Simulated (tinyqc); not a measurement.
Worked calculation: coherent transport through a tight-binding region between two chains. Computed by tinyqc, a small Python program that keeps every step. Settings: temperature = 77, mu = 0.33. Command: `OMP_NUM_THREADS=1 python tinyqc.py 25674 25675 out.jsonl` (the two numbers bound the seeds that draw the settings). One thread of a shared host (Intel(R) Xeon(R) Processor @ 2.60GHz), about 0.08 s of CPU time with the checks.

## Transmission at E = -0.22 eV

H of the central region (eV):
```
           1          2
1   0.000000  -0.560000
2  -0.560000   0.000000
```

Leads: semi-infinite chains with site energy 0:

| parameter | value |
|---|---|
| lead hopping t (eV) | 1.220000 |
| coupling to the left lead (eV) | 1.260000 |
| coupling to the right lead (eV) | 0.370000 |
| left contact site | 1 |
| right contact site | 2 |

E = -0.220000 eV

Surface Green function g = (E - i sqrt(4 t^2 - E^2)) / (2 t^2); self-energy tc^2 g on each contact site; G = (E - H - Sigma)^(-1); Gamma = -2 Im Sigma; T = Gamma_L Gamma_R |G_LR|^2; local density of states -Im G_ii / pi.

g = -0.073905-0.816334i 1/eV

G (1/eV):
```
                    1                    2
1  0.221263-0.399371i   0.902014-0.585290i
2  0.902014-0.585290i  -1.189166-2.194842i
```

local density of states (1/eV): 0.127124  0.698640

transmission = 0.669839

## Transmission across the band

The same steps on a grid of energies.

T(E):

| E (eV) | T |
|---|---|
| -2.31800000 | 0.003476 |
| -2.08620000 | 0.011019 |
| -1.85440000 | 0.020538 |
| -1.62260000 | 0.033364 |
| -1.39080000 | 0.051792 |
| -1.15900000 | 0.080108 |
| -0.92720000 | 0.126958 |
| -0.69540000 | 0.210947 |
| -0.46360000 | 0.371364 |
| -0.23180000 | 0.653361 |
| 0.00000000 | 0.867072 |
| 0.23180000 | 0.653361 |
| 0.46360000 | 0.371364 |
| 0.69540000 | 0.210947 |
| 0.92720000 | 0.126958 |
| 1.15900000 | 0.080108 |
| 1.39080000 | 0.051792 |
| 1.62260000 | 0.033364 |
| 1.85440000 | 0.020538 |
| 2.08620000 | 0.011019 |
| 2.31800000 | 0.003476 |

levels of the isolated region (eV): -0.560000  0.560000

## Current

I = (2e/h) int T(E) [f(E - mu - V/2) - f(E - mu + V/2)] dE at 77 K with mu = 0.33 eV, the bias not changing H; 2e^2/h = 77.48092 microsiemens; the integral runs over the band on 4001 points.

Current:

| V (volt) | I (microampere) |
|---|---|
| 0.010000 | 0.403031 |
| 0.050000 | 2.016001 |
| 0.100000 | 4.037221 |
| 0.200000 | 8.114294 |
| 0.400000 | 16.487651 |
| 0.800000 | 33.446005 |
